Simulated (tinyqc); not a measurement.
Band bending at a free surface with a continuum of surface states, surface photovoltage and Kelvin probe: photovoltage against injection.

n-type bulk, xi = Ec - EF = Vt ln(Nc/Nd), p0 = ni^2/Nd, ni = sqrt(Nc Nv) exp(-Eg/(2 Vt)), Eg in volts. b is the upward band bending, u = b/Vt. Space charge per area, in units of q: Qc = sign(b) sqrt((2 eps0 eps_r Vt/q) [(Nd + dn)(exp(-u) - 1) + Nd u + (p0 + dn)(exp(u) - 1)]), with dn the excess density under light (flat quasi-Fermi levels; 0 in the dark). The states hold -Ds (E0 - xi - b): negative while the Fermi level lies above the neutrality level. Neutrality: Qc + Qf + (charge of the states) = 0.

Under chopped light the surface charge keeps its dark value, so b falls to bL with Qc(bL, dn) = Qc(b, 0); the photovoltage is b - bL.

Parameters, values chosen for the exercise; band and dielectric values close to those of indium phosphide: temperature T = 300 K; band gap Eg = 1.34 eV; relative permittivity eps_r = 12.4; conduction-band density of states at T Nc = 5.74e17 cm^-3; valence-band density of states at T Nv = 1.08e19 cm^-3; donor density Nd = 4.2e15 cm^-3; fixed positive charge at the surface Qf = 0 cm^-2; density of surface states Ds = 8.9e12 cm^-2 eV^-1; depth of their neutrality level below the conduction edge E0 = 0.51 eV.

Constants: q = 1.602176634e-19 C, kB = 1.380649e-23 J/K, Vt = kB T/q, eps0 = 8.8541878128e-14 F/cm where lengths are in cm. Results are converted to the units shown.

Result of one run:
```
bL (V)	photovoltage (mV)	share of b removed (%)
0.36672	0.40098	0.10922
```

Which excess carrier density under light dn gave this result: 4.5e7, 4.4e10, 4.4e11, 4.2e15 or 4.1e16 cm^-3?

dn = 4.5e7 cm^-3.

The whole series:
```
dn (cm^-3)	bL (V)	photovoltage (mV)	share of b removed (%)
4.6e6	0.36708	0.041563	0.011321
4.5e7	0.36672	0.40098	0.10922
4.5e8	0.36357	3.5500	0.96697
4.4e9	0.34807	19.055	5.1902
4.4e10	0.31470	52.419	14.278
4.4e11	0.27089	96.238	26.214
4.3e12	0.22249	144.63	39.396
4.3e13	0.17091	196.22	53.447
4.2e14	0.11854	248.58	67.711
4.2e15	0.067195	299.93	81.697
4.1e16	0.028161	338.96	92.329
```

The photovoltage rises from 0.0416 to 339 mV, towards the full b = 367 mV. Its steepest rise is 52.9 mV a decade (Vt ln 10 = 59.5 mV), and it reaches 92.3 % of b in the last row: even strong light does not flatten the bands fully, so a saturation reading understates b. For dn = 4.1e16 the injection is high, and a Dember voltage, left out here, adds to the signal.

Numbers from tinyqc (`OMP_NUM_THREADS=1 python tinyqc.py 2430095 2430096 out.jsonl`; about 0.01 s on one thread of a shared Intel Xeon 2.30GHz).
